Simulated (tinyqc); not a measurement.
Film and buried-oxide thickness from two coupling ratios.

Inverse problem. In a depleted film -dVT/dVb is k1 = Cs Cbox/(Cox (Cs + Cbox)) for a front channel and k2 = Cbox (Cox + Cs)/(Cox Cs) for a back channel, with Cox = eps0 eox/tox, Cs = eps0 eps_r/ts, Cbox = 3.9 eps0/tb. Find ts and tb.

Values chosen for this exercise; band and dielectric values close to those of silicon:
- eps_r = 11.5 (relative permittivity)
- eox = 7.5 (relative permittivity of the gate insulator (close to silicon nitride))
- tox = 4.8 nm (insulator thickness)

coupling ratios for a front and a back channel: 0.16216949  0.49060870

Solution. With y = Cox/Cs and z = Cox/Cbox, 1/k1 = y + z and k2 = (1 + y)/z, so y = (k2/k1 - 1)/(1 + k2); the thicknesses follow from y and z.

ts = 10.0 nm
tb = 12.0 nm

tinyqc, about 0.4 s, one thread, Intel Xeon 2.30GHz (shared host): `OMP_NUM_THREADS=1 python tinyqc.py 2190048 2190049 out.jsonl`
